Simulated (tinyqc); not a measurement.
## A chain with a side-coupled site and dephasing by Buettiker voltage probes: effect of the dephasing strength

Sites 1 to 4 form a chain with hopping -t, and site 5 hangs on site 4 by -ts. Lead L joins site 1 and lead R site 4, both semi-infinite chains with hopping -t and site energy 0. Every site carries a probe with self-energy -i Gamma_p/2 that draws no net current. Linear response at zero temperature: mu_L = 1, mu_R = 0 in units of the bias.

Sigma = t^2 g(E), g(x) = (x - i sqrt(4 t^2 - x^2))/(2 t^2) for |x| < 2 t and (x - sign(x) sqrt(x^2 - 4 t^2))/(2 t^2) otherwise; Gamma = -2 Im Sigma; G = (E - H - Sigma_L - Sigma_R + i Gamma_p/2)^(-1). With Gamma the broadening by one lead, T_RL = Gamma^2 |G_(4,1)|^2, T_pL = Gamma Gamma_p |G_(p,1)|^2, T_pR = Gamma Gamma_p |G_(p,4)|^2, T_pq = Gamma_p^2 |G_(p,q)|^2 for p != q. No current into probe p: W mu = T_pL with W_pp = T_pL + T_pR + sum_q T_pq and W_pq = -T_pq. Then T_eff = T_RL + sum_p T_pR mu_p, and the resistance is (h/2q^2)/T_eff. Without probes means Gamma_p = 0.

Inputs (values chosen for the exercise):
- t = 0.6 eV (hopping (matrix element -t))
- U = [0, 0, 0, 0, 0.27] eV (site energies 1 to N)
- E = 0.27 eV (Fermi energy)
- ts = 0.23 eV (hopping from site 4 to the side site 5)

Constants: q = 1.602176634e-19 C, h = 6.62607015e-34 J s. Results are converted to the units shown.

Effect of the dephasing strength:
```
gp (eV),T_RL,through probes,T_eff,resistance (kohm)
0.0051,0.002803,0.05047,0.05327,242.3
0.0098,0.009270,0.08808,0.09735,132.6
0.019,0.02841,0.1435,0.1719,75.08
0.037,0.07508,0.2081,0.2832,45.58
0.073,0.1582,0.2611,0.4192,30.79
0.14,0.2347,0.2905,0.5252,24.58
0.28,0.2283,0.3207,0.5490,23.51
0.54,0.1253,0.3431,0.4683,27.56
1,0.03455,0.3008,0.3354,38.49
```

Read the table: what changes, and by how much?

Without probes the transmission is 0. T_eff goes from 0.0533 through a maximum of 0.549 (at gp = 0.28 eV among the rows listed) to 0.335; the direct part goes from 0.00280 through a maximum of 0.235 (at gp = 0.14 eV among the rows listed) to 0.0346 and the part through probes goes from 0.0505 through a maximum of 0.343 (at gp = 0.54 eV among the rows listed) to 0.301. Weak dephasing raises T_eff here, and the direct part too: it spoils the destructive interference with the side site.

Numbers from tinyqc (`OMP_NUM_THREADS=1 python tinyqc.py 2700016 2700017 out.jsonl`; about 0.01 s on one thread of a shared Intel Xeon 2.30GHz).
